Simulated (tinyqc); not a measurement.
Sub-threshold conduction and electro-thermal threshold of an amorphous chalcogenide: course of the iteration.

Trap-limited conduction: I = I0 exp(-Ea/kB T) sinh(q V dz/(2 ua kB T)), I0 = 2 q A Nt dz/ta. One lumped temperature T = T0 + Rt I V. The threshold is the largest V for which a steady state exists on the low-current branch.

I at the present T, then T(new) = T0 + Rt I V.

Stop when T changes by less than 1e-7 K; give up above 900 K or after 200 iterations.

Inputs (values chosen for the exercise); values of the order of Ge-Sb-Te and related chalcogenides:
- T0 = 300 K (ambient temperature)
- A = 3000 nm^2 (cross-section)
- ua = 33 nm (amorphous thickness)
- dz = 4.2 nm (distance between traps)
- Ea = 0.24 eV (activation energy)
- Nt = 2.3e19 cm^-3 (trap density)
- ta = 1e-15 s (attempt time)
- Rt = 1.2 K/uW (thermal resistance)
- V = 0.695 V (voltage across the amorphous layer)

Constants: q = 1.602176634e-19 C, kB = 1.380649e-23 J/K. Results are converted to the units shown.

T at the start = 300 K

Course of the iteration:
```
iteration	T(new) (K)	I (uA)	change (K)
1	319.263	23.0967	19.3
2	330.184	36.1915	10.9
3	338.014	45.5807	7.83
4	344.428	53.2706	6.41
5	350.203	60.1956	5.78
6	355.821	66.9322	5.62
7	361.677	73.9536	5.86
8	368.201	81.7758	6.52
9	375.985	91.1095	7.78
10	386.003	103.121	10.0
11	400.089	120.010	14.1
12	422.223	146.551	22.1
13	462.630	195.000	40.4
14	554.260	304.868	91.6
15	841.646	649.455	287
16	2135.11	2200.37	1290
```

Did this iteration meet its convergence test, and what does its course show?

No. The temperature runs past 900 K in 16 iterations. V exceeds the threshold of 0.6688 V (reached at T = 357.4 K), so no steady state exists on the low branch: this is thermal runaway, not a numerical fault. At V = 0.635 V the same loop settles at 329.5 K; the branch beyond the threshold is reached by fixing T or I instead of V.

Range of the model: Purely electronic switching mechanisms, filaments and series resistance are left out.

Program tinyqc, `OMP_NUM_THREADS=1 python tinyqc.py 2490111 2490112 out.jsonl`; Intel Xeon 2.30GHz, shared host, one thread, about 0.01 s.
